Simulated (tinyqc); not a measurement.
# Single-junction solar cell, detailed-balance limit: where the incident power goes

Every photon above the gap Eg makes one pair and none below is absorbed; carriers thermalise at T and move without loss. Jsc = q fs X Phi(Eg, Ts); the dark current is J0 = q ge Phi(Eg, T)/ERE with the Boltzmann factor exp(V/Vt). The efficiency is the electrical power over fs X sigma Ts^4.

Photon flux above E from a black body at temperature T into a hemisphere: Phi(E, T) = A sum_k exp(-k E/th)[E^2 th/k + 2 E th^2/k^2 + 2 th^3/k^3], k = 1, 2, ..., with th = kB T/q in eV and A = 2 pi q^3/(h^3 c^2). J(V) = Jsc - J0 (exp(V/Vt) - 1); Voc = Vt ln(1 + Jsc/J0); at maximum power v = Vmp/Vt solves (1 + v) exp(v) = 1 + Jsc/J0. Pin = fs X sigma Ts^4, sigma = 2 pi^5 kB^4/(15 h^3 c^2). Power above the gap Pg = fs X A q sum_k exp(-k Eg/th)[Eg^3 a + 3 Eg^2 a^2 + 6 Eg a^3 + 6 a^4], a = th/k at Ts. Shares: Pin - Pg; Pg - Jsc Eg/q; Jsc (Eg/q - Voc); Jsc (Voc - Vmp); (Jsc - Jmp) Vmp; Jmp Vmp.

Values chosen for this exercise:
- T = 300 K (cell temperature)
- Ts = 4500 K (temperature of the black-body sun)
- fs = 2.16e-5 (share of the hemisphere filled by the sun)
- X = 1 (concentration)
- ERE = 0.0001 (external radiative efficiency)
- ge = 2 (number of faces that emit)
- Eg = 1.56 eV (band gap)

Constants: q = 1.602176634e-19 C, kB = 1.380649e-23 J/K, h = 6.62607015e-34 J s, c = 299792458 m/s, Vt = kB T/q. Results are converted to the units shown.

Shares of Pin:
```
,share (%)
below the gap,60.122
thermalisation,10.583
Eg/q to Voc,10.440
Voc to Vmp,1.7430
Jsc to Jmp,0.47207
output,16.640
```

The six shares add up to 100 %. The largest loss is "below the gap" with 60.1 %. The two spectral losses take 70.7 % together, more below the gap than by thermalisation: a smaller gap would shift the balance.

Numbers from tinyqc (`OMP_NUM_THREADS=1 python tinyqc.py 2820133 2820134 out.jsonl`; about 0.01 s on one thread of a shared Intel Xeon 2.30GHz).
